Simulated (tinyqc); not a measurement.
What each form factor does: empirical-pseudopotential levels.

Empirical pseudopotential on the fcc lattice, atoms at +/- tau, tau = a (1,1,1)/8, no spin-orbit coupling. H(G,G') = c (2 pi/a)^2 |k + G|^2 delta + VS(q) cos(q.tau) + i VA(q) sin(q.tau), q = G - G', c = hbar^2/2m0; k and G in units of 2 pi/a; VS at |q|^2 = 3, 8, 11 and VA at 3, 4, 11, in rydberg, zero elsewhere. The basis is fixed: all 89 G with |G|^2 up to Gcut. Energies are counted from the fourth level at Gamma.

Constants: hbar^2/2m0 = 3.80998211 eV angstrom^2; Ry = 13.60569312 eV.

Parameters, chosen for this exercise (near those of Ge; not measured data): a = 5.65 angstrom (lattice constant); VS3 = -0.225 Ry; VS8 = 0.009 Ry; VS11 = 0.06 Ry; VA3 = 0 Ry; VA4 = 0 Ry; VA11 = 0 Ry; Gcut = 19 (2 pi/a)^2 (largest |G|^2 of the fixed basis).

Lowest empty singlet and triplet at Gamma and the valence width there (fixed basis); lowest empty level at X = (1,0,0) and L = (1/2,1/2,1/2) from the valence top, these levels and that top with all |k + G|^2 up to 21. Singlet and triplet count orbital degeneracy. VS3 is VS at |q|^2 = 3, and so on. The row for a keeps the form factors fixed, so it is no model of a real expansion, which changes them too.

One parameter was then changed.

Results before and after:
```
case     singlet (eV)  triplet (eV)  X (eV)  L (eV)  width (eV)
base            1.225         3.409   1.014   0.866      12.089
changed         1.072         3.369   0.674   0.790      12.111
```

Which of these changes was made? (a) VS8 = -0.001 Ry; (b) VA4 = 0.03 Ry; (c) a = 5.707 angstrom; (d) VS11 = 0.05 Ry; (e) VA3 = 0.03 Ry; (f) VS3 = -0.235 Ry; (g) VA11 = 0.03 Ry.

Answer: (g) VA11 = 0.03 Ry. Of the candidates, run in turn, only this one gives the changed row.

All candidates:
```
case                singlet (eV)  triplet (eV)  X (eV)  L (eV)  width (eV)
base                       1.225         3.409   1.014   0.866      12.089
a = 5.707 angstrom         1.237         3.432   1.138   0.944      11.806
VS3 = -0.235 Ry            1.134         3.552   1.259   0.966      12.051
VS8 = -0.001 Ry            0.696         3.465   0.926   0.613      12.199
VS11 = 0.05 Ry             0.663         3.178   0.737   0.484      12.288
VA3 = 0.03 Ry              1.277         3.444   0.741   0.876      12.097
VA4 = 0.03 Ry              1.185         3.507   0.605   0.928      12.091
VA11 = 0.03 Ry             1.072         3.369   0.674   0.790      12.111
```

In a diamond crystal a small VA enters the levels at Gamma and L only in second order, by symmetry, but splits the degenerate pair at X in first order.

tinyqc: `OMP_NUM_THREADS=1 python tinyqc.py 1080619 1080620 out.jsonl`; about 0.5 s, one thread, shared Intel(R) Xeon(R) Processor @ 2.30GHz.
